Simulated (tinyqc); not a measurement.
Non-radiative capture by multiphonon emission, one effective mode: one step, computed by the program tinyqc.

The initial state (free carrier plus empty centre) lies dE above the final state; both have the same frequency and are displaced by dQ.

Question. Scaled coefficient, cross-section and lifetime. Sommerfeld factor of an attractive centre: s(k) = 2 pi nu/(1 - exp(-2 pi nu)), nu = sqrt(Ry*/E), Ry* = Ry m/eps^2, averaged over (2/sqrt(pi)) sqrt(x) exp(-x) dx with x = E/k_B T = t^2 (trapezoid, t to 6 in steps of 0.01). C = s C_0; v = sqrt(3 k_B T/m); sigma = C/v; tau = 1/(C N_t).

Inputs (values chosen for the exercise, with mass, screening and phonons like those of CdTe):

| quantity | value | unit |
|---|---|---|
| carrier mass m | 0.0932 | m_0 |
| dielectric constant eps | 10.3 | - |
| temperature T | 300 | K |
| defect density N_t | 1e+13 | cm^-3 |

Centre: attractive.

C_0 = 2.459259e-10 cm^3/s

Constants: Ry = 13.605693123 eV; k_B = 8.617333262e-05 eV/K; k_B = 1.380649e-23 J/K; m_0 = 9.1093837015e-31 kg.

Give: Sommerfeld factor s; capture coefficient C; thermal velocity v; cross-section sigma; capture time.

Answer.

Sommerfeld factor s = 4.922

capture coefficient C = 1.211e-09 cm^3/s

thermal velocity v = 3.826e+07 cm/s

cross-section sigma = 3.164e-17 cm^2

capture time = 8.261e-05 s

Caution: the largest term is not the one nearest energy conservation, so C_0 depends strongly on the broadening b.
